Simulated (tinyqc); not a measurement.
Strained alloy layer of GaSb and GaAs on (001) InP, model-solid band line-up: one step of the calculation.

The layer is x parts of the first compound and 1 - x of the second, grown coherently on the third as substrate and barrier. Rows of the table: lattice constant a, average valence level Ea on an absolute scale, spin-orbit splitting so, gaps at Gamma, X and L, hydrostatic deformation potentials av and ac (Gamma), shear potential b, elastic constants, electron and heavy-hole (along z) masses. All are interpolated linearly in x; gaps get -C x (1 - x), taken wholly in the conduction band; real line-ups can differ from this model by 0.1 eV or more.

Question. Band edges and offsets. In-plane strain e = (a_substrate - a)/a, e_z = -2 (c12/c11) e, volume change 2 e + e_z. With v = 2 e + e_z and d = 2 b (e_z - e): Eav = Ea + av v; E_hh = Eav + so/3 - d/2; E_lh = Eav - so/6 + d/4 + sqrt(so^2 + so d + 9 d^2/4)/2; E_c = Ea + so/3 + EG + ac v (Gamma). Substrate: E_v = Ea + so/3, E_c = E_v + EG. Well depths: dEc = E_c(substrate) - E_c, dEhh = E_hh - E_v(substrate), dElh likewise; strained Gamma gap E_c - max(E_hh, E_lh); positive values confine carriers in the layer.

Inputs (values chosen for the exercise): fraction of the first compound in the layer x = 0.4; bowing of the Gamma gap CG = 1.43 eV; bowing of the X gap CX = 1.2 eV; bowing of the L gap CL = 1.2 eV.

Binary compounds, values chosen for the exercise:
```
              close to GaSb  close to GaAs  close to InP
a (angstrom)          6.096          5.653         5.869
Ea (eV)               -6.25          -6.92         -7.04
so (eV)                0.77          0.339         0.109
EG (eV)               0.725           1.44          1.34
EX (eV)                1.04           1.89          2.19
EL (eV)               0.808           1.71          1.94
av (eV)               0.798           1.16          1.26
ac (eV)               -6.94          -7.27          -5.1
b (eV)                -2.03           -1.7         -1.69
c11 (GPa)              88.6            117           102
c12 (GPa)              39.9           53.1          56.4
me (m0)              0.0389         0.0668        0.0796
mh (m0)               0.249          0.345         0.529
```

Give: d; E_hh; E_lh; E_c; strained Gamma gap; dEc; dEhh; dElh.

Answer.

d = 0.04646 eV
E_hh = -6.497 eV
E_lh = -6.449 eV
E_c = -5.723 eV
strained Gamma gap = 0.7262 eV
dEc = 0.05907 eV
dEhh = 0.5063 eV
dElh = 0.5548 eV

The light-hole band lies on top, by 48.5 meV. At Gamma the line-up is type I, both carriers held in the layer.

Numbers from tinyqc (`OMP_NUM_THREADS=1 python tinyqc.py 2690067 2690068 out.jsonl`; about 0.01 s on one thread of a shared Intel Xeon 2.30GHz).
